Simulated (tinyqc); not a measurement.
Inside a calculation. Model: critical temperature from a phonon spectrum: McMillan, Allen-Dynes and the linearised Eliashberg equation. Computed by tinyqc, a small Python program that keeps every step. Command: `OMP_NUM_THREADS=1 python tinyqc.py 3005831 3005832 out.jsonl eliashberg walk`. One thread of a shared host (Intel(R) Xeon(R) Processor @ 2.30GHz), about 0.01 s of CPU time with the checks. Intermediate numbers are printed to about 6 digits and carried at full precision; extremes and crossings named in words are read from the listed rows.

alpha^2 F(omega) = sum_i (lambda_i omega_i/2) delta(omega - omega_i), so that lambda = 2 int alpha^2 F/omega d omega = sum_i lambda_i.

Inputs (values chosen for the exercise, for a model metal):

| quantity | value | unit |
|---|---|---|
| peak energy omega_1 | 4.35 | meV |
| coupling lambda_1 | 0.868 | - |
| peak energy omega_2 | 12 | meV |
| coupling lambda_2 | 0.352 | - |
| Coulomb pseudopotential mu* | 0.13 | - |
| trial temperature | 5.58 | K |
| Matsubara points N in the small matrix | 5 | - |

Peaks in alpha^2 F: two.

Constants: k_B = 8.617333262e-05 eV/K.

## Moments of the spectrum

omega_log = exp(sum lambda_i ln omega_i / lambda); omega_rms = sqrt(sum lambda_i omega_i^2 / lambda).

lambda = 1.22

omega_log = 5.82961 meV

omega_rms = 7.41690 meV

## McMillan and Allen-Dynes

McMillan form: k_B T_c = (omega_log/1.2) exp[-1.04 (1 + lambda)/(lambda - mu* (1 + 0.62 lambda))]. Allen-Dynes multiplies it by f1 f2: f1 = [1 + (lambda/L1)^(3/2)]^(1/3), L1 = 2.46 (1 + 3.8 mu*); f2 = 1 + (omega_rms/omega_log - 1) lambda^2/(lambda^2 + L2^2), L2 = 1.82 (1 + 6.3 mu*) omega_rms/omega_log.

T_c, McMillan form = 5.49493 K

f1 = 1.06007

f2 = 1.02108

T_c, Allen-Dynes = 5.94777 K

The two corrections raise T_c by 8.2 %.

## The small kernel at the trial temperature

Linearised Eliashberg equation at omega_n = (2n + 1) pi k_B T, n = 0..N-1: lambda(j) = sum_i lambda_i omega_i^2/(omega_i^2 + (2 pi j k_B T)^2); K_mn = lambda(m - n) + lambda(m + n + 1) - 2 mu*(N) - delta_mn [2m + 1 + lambda(0) + 2 sum_(j=1..m) lambda(j)], with 1/mu*(N) = 1/mu* + ln(omega_rms/omega_N), omega_N = (2N + 1) pi k_B T. T_c is where the largest eigenvalue rho of K is zero.

lambda(j), j = 0, 1, ...: 1.22000  0.91656  0.57709  0.38663  0.27432  0.20265  0.15451  0.12096  0.09684  0.07904

mu*(N) = 0.145230

K, lower triangle (symmetric):
```
         1        2        3         4         5
1  -0.3739
2   1.2032  -4.7369
3   0.6733   0.9004  -8.0751
4   0.3705   0.4893   0.7806  -10.9301
5   0.1865   0.2507   0.4076    0.7229  -13.5206
```

## Largest eigenvalue of the small kernel

K is the kernel of the linearised Eliashberg equation on the Matsubara points omega_n = (2n + 1) pi k_B T; T_c is where its largest eigenvalue rho is zero. Diagonalise K; at rho = 0 the eigenvector c is the gap function Delta_n/omega_n up to a factor; away from it Delta_n/Delta_0 = (2n + 1) c_n/c_0 is only an estimate.

largest eigenvalue rho = 0.0695234

Delta_n/Delta_0: 1.00000  0.83978  0.60144  0.39442  0.22943

rho > 0: in this small matrix the trial temperature lies below T_c.

## Critical temperature from the full kernel

N is the smallest integer at or above 8 omega_max/(2 pi k_B T_AD), omega_max the highest peak and T_AD the Allen-Dynes value.

N used = 30

T_c, Eliashberg = 5.50307 K

k_B T_c/omega_log = 0.0813464

Allen-Dynes/Eliashberg = 1.08081

McMillan/Eliashberg = 0.998520

## Scaling the whole coupling

All lambda_i are multiplied by s. The last column is the large-lambda limit for mu* = 0, k_B T_c = 0.1827 omega_rms sqrt(lambda).

T_c (K):

| s | lambda | McMillan | Allen-Dynes | Eliashberg | large-lambda limit |
|---|---|---|---|---|---|
| 0.6 | 0.732 | 2.0437 | 2.1193 | 1.8821 | 13.4538 |
| 0.8 | 0.976 | 3.8724 | 4.0976 | 3.7327 | 15.5351 |
| 1.0 | 1.220 | 5.4949 | 5.9478 | 5.5031 | 17.3687 |
| 1.3 | 1.586 | 7.4417 | 8.3607 | 7.8617 | 19.8034 |
| 1.7 | 2.074 | 9.3258 | 11.0492 | 10.5882 | 22.6461 |
| 2.3 | 2.806 | 11.2044 | 14.3974 | 14.1137 | 26.3410 |
| 3.2 | 3.904 | 12.9062 | 18.5915 | 18.5892 | 31.0701 |

McMillan/Eliashberg runs from 1.09 at lambda = 0.73 to 0.69 at 3.90: the exponential form levels off at large lambda, while the true T_c keeps rising (exponent 0.83 between the last rows, tending to 1/2). Allen-Dynes stays within about 13 % over the table. The last row reaches 60 % of the mu* = 0 limit; with mu* above zero T_c stays below that line at any lambda.

## Isotope exponent

T_c ~ M^(-a). All omega_i scale as M^(-1/2) at fixed lambda, but mu* = mu/(1 + mu ln(E_F/omega)) changes: d mu*/d ln omega = mu*^2. In the McMillan form a = (1/2) [1 - 1.04 (1 + lambda)(1 + 0.62 lambda) mu*^2/(lambda - mu* (1 + 0.62 lambda))^2].

isotope exponent a = 0.465156

The Coulomb term lowers the exponent below 1/2: lighter ions raise the prefactor but also mu*.

Checks made by the program: one-point kernel at mu* = 0: rho = lambda(1) - 1 (relative difference below 1e-10); T_c against the Allen-Dynes fit (relative difference 8e-02).
